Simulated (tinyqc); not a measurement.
# Gate-all-around wire, scale length and short-channel effects: effects of single changes

A round wire of diameter ts in an insulator shell of thickness ti under a surrounding gate. Below threshold the potential that source and drain add obeys Laplace's equation and vanishes on the gate. Its lowest mode decays along the channel as exp(-k y); k is the smallest positive root of the matching condition at the interface, and the scale length is Lambda = pi/k.

Parameters, values chosen for the exercise; permittivities: semiconductor close to that of silicon, insulator close to that of hafnium oxide:

| symbol | value | unit | meaning |
|---|---|---|---|
| T | 400 | K | temperature |
| eps_r | 11.8 |  | relative permittivity of the semiconductor |
| ei | 21.5 |  | relative permittivity of the insulator |
| ti | 14 | nm | insulator thickness |
| ts | 8.1 | nm | wire diameter |
| L | 42 | nm | channel length |
| Vbi | 0.92 | V | potential of the source |
| sT | 0.54 | V | potential of the barrier top at threshold |
| Vds | 0.6 | V | drain voltage |

Constants: q = 1.602176634e-19 C, kB = 1.380649e-23 J/K, Vt = kB T/q. Results are converted to the units shown.

Each table varies one quantity; the others keep the values above.

## A higher permittivity at fixed equivalent oxide thickness

k is the smallest positive root of f(k) = ei J0(u)[J1(u) Y0(v) - Y1(u) J0(v)] - eps_r J1(u)[J0(u) Y0(v) - Y0(u) J0(v)], u = k ts/2, v = u + k ti. Along the channel psi(y) = s + a exp(y/l) + b exp(-y/l) with psi(0) = Vbi, psi(L) = Vbi + Vds and l = 1/k = Lambda/pi; with A = Vbi - s, B = A + Vds, x = exp(-L/l): a = (B - A x) x/(1 - x^2), b = (A - B x)/(1 - x^2). The minimum is s + 2 sqrt(a b), at y = (l/2) ln(b/a). The long-channel potential follows the gate as s = sT + (Vg - VTL)/m, and the threshold VT is the gate voltage at which the minimum equals sT. Swing = m Vt ln 10/g at threshold, g = d(minimum)/ds = 1 - (b x + a)/((1 + x) sqrt(a b)). DIBL = [VT(0.05 V) - VT(Vds)]/(Vds - 0.05 V). sT and Vbi are held fixed; m = 1. The equivalent oxide thickness 3.9 ti/ei is held at 2.5 nm, so ti = 2.5 ei/3.9 nm.

Result of one run:

| ei | ti (nm) | Lambda (nm) | L/Lambda | DIBL (mV/V) | swing (mV/decade) |
|---|---|---|---|---|---|
| 20 | 12.82 | 21.19 | 1.982 | 37.49 | 87.91 |

What becomes of these results when the relative permittivity of the insulator ei is changed from 20 to 25, all else the same?

Result of the changed run:

| ei | ti (nm) | Lambda (nm) | L/Lambda | DIBL (mV/V) | swing (mV/decade) |
|---|---|---|---|---|---|
| 25 | 16.03 | 25.29 | 1.661 | 66.99 | 94.34 |

The whole series:

| ei | ti (nm) | Lambda (nm) | L/Lambda | DIBL (mV/V) | swing (mV/decade) |
|---|---|---|---|---|---|
| 3.9 | 2.500 | 12.38 | 3.393 | 3.678 | 80.23 |
| 5 | 3.205 | 12.46 | 3.370 | 3.816 | 80.27 |
| 7.5 | 4.808 | 13.06 | 3.217 | 4.872 | 80.51 |
| 10 | 6.410 | 14.14 | 2.969 | 7.242 | 81.06 |
| 15 | 9.615 | 17.34 | 2.422 | 17.70 | 83.47 |
| 20 | 12.82 | 21.19 | 1.982 | 37.49 | 87.91 |
| 25 | 16.03 | 25.29 | 1.661 | 66.99 | 94.34 |
| 35 | 22.44 | 33.68 | 1.247 | 153.5 | 112.4 |

As ei goes from 3.9 to 35, Lambda rises from 12.4 to 33.7 nm, DIBL rises from 3.68 to 154 mV/V and the swing rises from 80.2 to 112 mV a decade. The ratio ei/ti is the same in every row, yet the insulator grows from 2.50 to 22.4 nm, and drain fields reach the channel sideways through it. At ei = 35 L is under 1.5 Lambda, where higher modes, left out of the one-mode potential, count.

## Effect of the wire diameter

Same model as above.

Results:

| ts (nm) | Lambda (nm) | L/Lambda | VT - VTL at Vds (mV) | DIBL (mV/V) | swing (mV/decade) |
|---|---|---|---|---|---|
| 3.2 | 20.206 | 2.0786 | -50.802 | 31.667 | 86.619 |
| 4 | 20.641 | 2.0347 | -54.762 | 34.169 | 87.176 |
| 5 | 21.167 | 1.9842 | -59.745 | 37.323 | 87.876 |
| 6.3 | 21.825 | 1.9244 | -66.291 | 41.477 | 88.793 |
| 7.8 | 22.557 | 1.8620 | -73.965 | 46.358 | 89.866 |
| 12 | 24.508 | 1.7137 | -96.438 | 60.726 | 92.990 |

Estimate the missing row, ts = 9.7 nm.

Computed row:

| ts (nm) | Lambda (nm) | L/Lambda | VT - VTL at Vds (mV) | DIBL (mV/V) | swing (mV/decade) |
|---|---|---|---|---|---|
| 9.7 | 23.453 | 1.7908 | -83.923 | 52.712 | 91.253 |

With this row back in the table: As ts goes from 3.2 to 12 nm, Lambda rises from 20.2 to 24.5 nm, DIBL rises from 31.7 to 60.7 mV/V and the swing rises from 86.6 to 93.0 mV a decade. On average Lambda goes as ts^(0.15). At ts = 3.2 nm the semiconductor is under 4 nm thick, where quantum confinement shifts the threshold.

Computed by the program tinyqc: `OMP_NUM_THREADS=1 python tinyqc.py 2420052 2420053 out.jsonl`, one thread of a shared Intel Xeon 2.30GHz, about 0.01 s for the whole run.
